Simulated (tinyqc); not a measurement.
# Input admittance of a MOSFET at zero drain bias: distributed channel and distributed gate, step by step

Computed by the program tinyqc: `OMP_NUM_THREADS=1 python tinyqc.py 2262235 2262236 out.jsonl`, one thread of a shared Intel Xeon 2.30GHz, about 0.01 s for the whole run. Printed values are rounded.

Source and drain grounded, strong inversion, w = 2 pi f, Cox = eps0 eox/tox. The channel is an RC line of resistance 1/(mu Cox Vo) per square fed from both ends, so one finger has the intrinsic admittance y = i w Cox L tanh(g)/g per width, g = (1/2) sqrt(i w tau), tau = L^2/(mu Vo). The vertical resistance rv/L is in series with y, the overlaps 2 i w Cov in parallel: y_t = 1/(1/y + rv/L) + 2 i w Cov. The gate strip is a line of Rsh/L per length loaded by y_t, so a finger has Y = y_t Wf tanh(k)/k, k = (Wf/sd) sqrt(y_t Rsh/L); the device has Nf Y.

Values chosen for this exercise; values of the order met in silicon radio-frequency transistors: relative permittivity of the gate insulator (close to silicon dioxide) eox = 3.9; insulator thickness tox = 6 nm; channel length L = 0.78 um; finger width Wf = 5.8 um; number of fingers Nf = 4; channel mobility mu = 330 cm^2/(V s); gate overdrive Vo = 0.61 V; sheet resistance of the gate Rsh = 24 ohm/square; vertical resistivity of the gate stack rv = 2.6 ohm um^2; number of ends at which a finger is contacted sd = 2; overlap and fringe capacitance on each side Cov = 0.16 fF/um; frequency f = 4.6 GHz.

Constants: eps0 = 8.8541878128e-14 F/cm where lengths are in cm. Results are converted to the units shown.

## Low-frequency resistances and capacitance

Low-frequency limits, with c = Cox L and ct = c + 2 Cov: R_strip = Rsh Wf/(3 sd^2 L Nf), R_ch = (c/ct)^2 L/(12 mu Cox Vo Wf Nf), R_vert = (c/ct)^2 rv/(L Wf Nf), C = ct Wf Nf.

parts (ohm): strip 3.71795, channel 21.0722, vertical 0.125193
sum = 24.9154 ohm
C = 111.570 fF
1/(2 pi R C) = 57.2537 GHz

The channel term is the largest, 84.6 % of the sum.

## Admittance of the channel and stack per width

tau, g, c = Cox L, y and y_t as defined.

tau = 30.2235 ps
g = 0.330443+0.330443i
c = 4.48907 fF/um
y = 9.373+128.927i uS/um
y_t = 9.428+138.168i uS/um

w tau = 0.874, and Im y is 0.994 of w c.

## Input impedance of the device

k and Y as defined; Z = 1/(Nf Y) = R + 1/(i w C); Q = |Im Z|/R; signal at the point farthest from a contact |1/cosh k|.

k = 0.138341+0.129223i
Nf Y = 0.25663+3.19975i mS
R = 24.9049 ohm
C = 111.420 fF
Q = 12.4685
signal at the far point = 0.998675

R is 0.042 % below its low-frequency limit and C is 0.13 % below its own.
